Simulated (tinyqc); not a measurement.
Stark shift: graded (staircase) quantum well by finite differences.

Finite differences on points z_i at the centres of cells of width h: H_ii = (c/h^2)(1/m_(i-1/2) + 1/m_(i+1/2)) + V_i, H_(i,i+1) = -(c/h^2)/m_(i+1/2), where m_(i+1/2) is the mean of the masses at the two points (the end values are repeated outwards), psi = 0 on the points beyond both ends, c = hbar^2/2m0. The field adds e F (z - z0) with z0 the middle of the structure; 1 kV/cm = 1e-5 eV/angstrom.

Constants: hbar^2/2m0 = 3.80998211 eV angstrom^2.

Inputs chosen for the exercise (out of a larger set: near those of a GaAs well in AlGaAs; not measured data): layers = ((75, 0.275, 0.0952), (25, 0.122, 0.0795), (25, 0.031, 0.0701), (25, 0, 0.067), (25, 0.031, 0.0701), (25, 0.122, 0.0795), (75, 0.275, 0.0952)) (each layer: thickness in angstrom, band edge in eV, mass in m0); hf = 1.5625 angstrom (cell width of the fine grid); Fs = (0, 10, 20, 30, 40, 50, 60) kV/cm (fields).

Fine grid. Perturbation theory: dE1 = e F z_11 - beta (e F)^2 with beta = sum_j z_1j^2/(E_j - E_1) over the 13 next levels at zero field, z from z0.

Levels against field:
```
F (kV/cm)  E1 (eV)  E2 (eV)  dE1 (meV)  second order (meV)  <z - z0> (angstrom)  E2 - E1 (meV)
0           0.0526   0.1540       0.00                0.00                  0.0          101.5
10.0        0.0525   0.1540      -0.05               -0.05                 -1.1          101.5
20.0        0.0524   0.1538      -0.21               -0.21                 -2.1          101.4
30.0        0.0521   0.1534      -0.48               -0.48                 -3.2          101.4
40.0        0.0517   0.1530      -0.85               -0.85                 -4.2          101.3
50.0        0.0512   0.1524      -1.32               -1.32                 -5.3          101.1
60.0        0.0507   0.1516      -1.91               -1.90                 -6.4          101.0
```

z_11 = 0.00 angstrom
beta = 5288 angstrom^2/eV

At zero field the state is centred, so the shift starts as F^2; it turns linear only if the state is pulled to one side. At 60 kV/cm E1 has moved by -1.91 meV, where second order gives -1.90 meV; they differ by 0.1 % there. The electron moves by -6.4 angstrom, against the rise of the potential. E2 - E1 shrinks with the field; the ends are 101.5 and 101.0 meV.

Run: tinyqc, `OMP_NUM_THREADS=1 python tinyqc.py 1252108 1252109 out.jsonl`; Intel(R) Xeon(R) Processor @ 2.30GHz, one thread, shared host; about 0.01 s of CPU time with all checks.
